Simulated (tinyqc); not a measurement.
Sp3 tight binding, zinc-blende lattice, step by step. Computed by tinyqc, a small Python program that keeps every step. Command: `OMP_NUM_THREADS=1 python tinyqc.py 28555 28556 out.jsonl` (the two numbers bound the seeds that draw the settings). One thread of a shared host (Intel(R) Xeon(R) Processor @ 2.60GHz), about 0.01 s of CPU time with the checks.

## Bloch Hamiltonian at k

Parameters chosen for this model: zinc-blende lattice, anion at 0, cation at a/4 (1,1,1); V = eta hbar^2 / (m d^2), hbar^2/m = 7.619964 eV angstrom^2:
```
parameter          value      unit
a               4.340000  angstrom
d               1.879275  angstrom
Es anion      -14.680000        eV
Ep anion       -7.030000        eV
Es cation     -14.680000        eV
Ep cation      -7.030000        eV
eta ss         -1.320000
eta sp          1.420000
eta pp sigma    2.220000
eta pp pi      -0.630000
V ss           -2.848040        eV
V sp            3.063801        eV
V pp sigma      4.789886        eV
V pp pi        -1.359292        eV
```

k point k (2 pi / a): [0.050000, -0.220000, -0.260000]

Slater-Koster rules over the four bonds with direction cosines (l, m, n): ss V_ss; s-px l V_sp; px-s -l V_sp; px-px l^2 V_pps + (1 - l^2) V_ppp; px-py l m (V_pps - V_ppp); each times exp(i k.d).

H(k) at k (eV), order a s, a px, a py, a pz, c s, c px, c py, c pz:
$$\begin{pmatrix}
-14.680000 & 0.000000 & 0.000000 & 0.000000 & -9.806780+0.120245i & -0.948932+0.479363i & 0.207439-2.192853i & 0.172581-2.635760i \\
0.000000 & -7.030000 & 0.000000 & 0.000000 & 0.948932-0.479363i & 2.377401-0.029150i & 0.199981-3.054230i & 0.240373-2.541004i \\
0.000000 & 0.000000 & -7.030000 & 0.000000 & -0.207439+2.192853i & 0.199981-3.054230i & 2.377401-0.029150i & -1.099591+0.555470i \\
0.000000 & 0.000000 & 0.000000 & -7.030000 & -0.172581+2.635760i & 0.240373-2.541004i & -1.099591+0.555470i & 2.377401-0.029150i \\
-9.806780-0.120245i & 0.948932+0.479363i & -0.207439-2.192853i & -0.172581-2.635760i & -14.680000 & 0.000000 & 0.000000 & 0.000000 \\
-0.948932-0.479363i & 2.377401+0.029150i & 0.199981+3.054230i & 0.240373+2.541004i & 0.000000 & -7.030000 & 0.000000 & 0.000000 \\
0.207439+2.192853i & 0.199981+3.054230i & 2.377401+0.029150i & -1.099591-0.555470i & 0.000000 & 0.000000 & -7.030000 & 0.000000 \\
0.172581+2.635760i & 0.240373+2.541004i & -1.099591-0.555470i & 2.377401+0.029150i & 0.000000 & 0.000000 & 0.000000 & -7.030000
\end{pmatrix}$$

## Levels at k

Diagonalise the Hermitian matrix.

eigenvalues (eV): [-25.112416, -12.554906, -11.770835, -10.588144, -3.822468, -3.509404, -2.668948, -1.512879]

weights |c|^2 of the basis functions, order a s, a px, a py, a pz, c s, c px, c py, c pz:
$$\begin{pmatrix}
0.484914 & 0.079298 & 0.009002 & 0.001706 & 0.314881 & 0.000863 & 0.009474 & 0.099860 \\
0.000445 & 0.135335 & 0.334086 & 0.000952 & 0.170213 & 0.001643 & 0.155834 & 0.201492 \\
0.006076 & 0.149128 & 0.091460 & 0.238048 & 0.006246 & 0.172661 & 0.233007 & 0.103374 \\
0.008565 & 0.136239 & 0.065451 & 0.259294 & 0.008659 & 0.324833 & 0.101684 & 0.095275 \\
0.484914 & 0.079298 & 0.009002 & 0.001706 & 0.314881 & 0.000863 & 0.009474 & 0.099860 \\
0.000445 & 0.135335 & 0.334086 & 0.000952 & 0.170213 & 0.001643 & 0.155834 & 0.201492 \\
0.006076 & 0.149128 & 0.091460 & 0.238048 & 0.006246 & 0.172661 & 0.233007 & 0.103374 \\
0.008565 & 0.136239 & 0.065451 & 0.259294 & 0.008659 & 0.324833 & 0.101684 & 0.095275
\end{pmatrix}$$

## Bloch Hamiltonian at X

k point X (2 pi / a): [1, 0, 0]

As before.

H(k) at X (eV), order a s, a px, a py, a pz, c s, c px, c py, c pz:
$$\begin{pmatrix}
-14.680000 & 0.000000 & 0.000000 & 0.000000 & 0.000000 & 0.000000+7.075545i & 0.000000 & 0.000000 \\
0.000000 & -7.030000 & 0.000000 & 0.000000 & 0.000000-7.075545i & 0.000000 & 0.000000 & 0.000000 \\
0.000000 & 0.000000 & -7.030000 & 0.000000 & 0.000000 & 0.000000 & 0.000000 & 0.000000+8.198904i \\
0.000000 & 0.000000 & 0.000000 & -7.030000 & 0.000000 & 0.000000 & 0.000000+8.198904i & 0.000000 \\
0.000000 & 0.000000+7.075545i & 0.000000 & 0.000000 & -14.680000 & 0.000000 & 0.000000 & 0.000000 \\
0.000000-7.075545i & 0.000000 & 0.000000 & 0.000000 & 0.000000 & -7.030000 & 0.000000 & 0.000000 \\
0.000000 & 0.000000 & 0.000000 & 0.000000-8.198904i & 0.000000 & 0.000000 & -7.030000 & 0.000000 \\
0.000000 & 0.000000 & 0.000000-8.198904i & 0.000000 & 0.000000 & 0.000000 & 0.000000 & -7.030000
\end{pmatrix}$$

## Levels at X

As before.

eigenvalues (eV): [-18.898256, -18.898256, -15.228904, -15.228904, -2.811744, -2.811744, 1.168904, 1.168904]

## Bands along a path

The same steps at evenly spaced points between the labelled ones.

Bands along the path (eV):
```
k             band 1      band 2      band 3      band 4     band 5     band 6     band 7     band 8
L         -22.092132  -18.008580  -12.510320  -12.510320  -4.823375  -1.549680  -1.549680   1.504088
L-G 0.25  -23.087508  -16.662189  -12.202284  -12.202284  -4.631060  -1.857716  -1.857716   0.960758
L-G 0.50  -24.600298  -14.081628  -11.369418  -11.369418  -4.184180  -2.690582  -2.690582  -0.553894
L-G 0.75  -25.685135  -11.337480  -10.332813  -10.332813  -3.832286  -3.727187  -3.727187  -2.565100
G         -26.072161   -9.791736   -9.791736   -9.791736  -4.268264  -4.268264  -4.268264  -3.287839
G-X 0.25  -25.552876  -11.074088  -11.074088  -10.701450  -4.130597  -3.035077  -2.985912  -2.985912
G-X 0.50  -24.054503  -13.147565  -13.147565  -12.943925  -3.758129  -2.663443  -0.912435  -0.912435
G-X 0.75  -21.748375  -15.835299  -14.678174  -14.678174  -3.264346  -2.571980   0.618174   0.618174
X         -18.898256  -18.898256  -15.228904  -15.228904  -2.811744  -2.811744   1.168904   1.168904
X-W 0.25  -18.898256  -18.898256  -15.228904  -15.228904  -2.811744  -2.811744   1.168904   1.168904
X-W 0.50  -18.898256  -18.898256  -15.228904  -15.228904  -2.811744  -2.811744   1.168904   1.168904
X-W 0.75  -18.898256  -18.898256  -15.228904  -15.228904  -2.811744  -2.811744   1.168904   1.168904
W         -18.898256  -18.898256  -15.228904  -15.228904  -2.811744  -2.811744   1.168904   1.168904
```

With 4 band(s) filled, the highest filled level on these points lies at G and the lowest empty one at L: a gap of 4.9684 eV, indirect.
